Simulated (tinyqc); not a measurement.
# From one set of inputs to another, one input at a time

Model: thermal stress, cracking, delamination and buckling of a thin film; Griffith cracks and misfitting inclusions. Computed by tinyqc, a small Python program. Command: `OMP_NUM_THREADS=1 python tinyqc.py 3019808 3019809 out.jsonl filmcrack ladder`. One thread of a shared host (Intel(R) Xeon(R) Processor @ 2.30GHz), about 0.03 s of CPU time with the checks.

Isotropic linear elasticity; the substrate is much thicker than the film; stress is positive in tension.

The inputs printed are set A. Set A is modelled on a tungsten film on silicon; the values taken over come from a set modelled on a porous low-k oxide on silicon. Inputs not listed in the table keep their values of set A, so the rows need not describe a real material.

Inputs (values chosen for the exercise, modelled on a tungsten film on silicon): film Young's modulus E = 412 GPa; film Poisson ratio nu = 0.29; film expansion alpha_f = 4.5 1e-6/K; substrate expansion alpha_s = 3 1e-6/K; deposition temperature T_d = 725 K; final temperature T = 300 K; intrinsic stress = -740 MPa; film thickness h = 0.66 micrometre; substrate Young's modulus E_s = 158 GPa; substrate Poisson ratio nu_s = 0.24; flaw half length a = 0.21 micrometre; substrate surface energy gamma_s = 1.4 J/m^2; inclusion radius R = 0.25 micrometre.

Inclusion: long cylinder (a filled via).

Method:
- Thermal strain = (alpha_f - alpha_s)(T_d - T); stress = E/(1 - nu) x strain + intrinsic stress; plane-strain modulus Ebar = E/(1 - nu^2); G0 = stress^2 h/(2 Ebar) is the energy freed per area when a long strip loses its stress across its width.
- Through crack of length 2a in plane strain: K_Ic = sqrt(2 gamma_s E_s/(1 - nu_s^2)); fracture stress = K_Ic/sqrt(pi a). An edge crack of depth a has K larger by 1.1215.
- Film material fills a long cylinder of radius R in the substrate, with the misfit e = thermal strain (it wants to shrink if e > 0). With the axial strain held by the substrate, s0 = (1 + nu) e/[(1 + nu)(1 - 2 nu)/E + (1 + nu_s)/E_s]; inside s_rr = s_tt = s0 and s_zz = E e + 2 nu s0; outside s_rr = s0 (R/r)^2, s_tt = -s_rr. Keep-out radius: where |s_rr| falls to 10 MPa (R if it is lower at the wall).

Each row keeps all changes above it; columns: (1) input moved; (2) from; (3) to; (4) fracture stress, inner crack (MPa); (5) radial stress at the wall s0 (MPa); (6) keep-out radius (micrometre):
```
(1)                                    (2)   (3)    (4)    (5)    (6)
set A                                    -     -  843.5  89.75  0.749
film Poisson ratio nu                 0.29  0.25  843.5  85.09  0.729
substrate expansion alpha_s (1e-6/K)     3   3.1  843.5  79.42  0.705
intrinsic stress (MPa)                -740   2.2  843.5  79.42  0.705
flaw half length a (micrometre)       0.21   9.2  127.4  79.42  0.705
deposition temperature T_d (K)         725   575  127.4  51.39  0.567
inclusion radius R (micrometre)       0.25  0.52  127.4  51.39  1.179
substrate Young's modulus E_s (GPa)    158   161  128.6  52.20  1.188
```

Fracture stress, inner crack goes from 844 to 129, a factor 0.153 in all. The largest single move comes from flaw half length a (a factor 0.151). Radial stress at the wall s0 goes from 89.7 to 52.2, a factor 0.582 in all. The largest single move comes from deposition temperature T_d (a factor 0.647). Keep-out radius goes from 0.749 to 1.19, a factor 1.59 in all. The largest single move comes from inclusion radius R (a factor 2.08), and deposition temperature T_d works against it (a factor 0.804). The single moves hold for this order of the switches; the total does not depend on the order.

Extremes, crossings and ranges named in words are read from the listed rows.
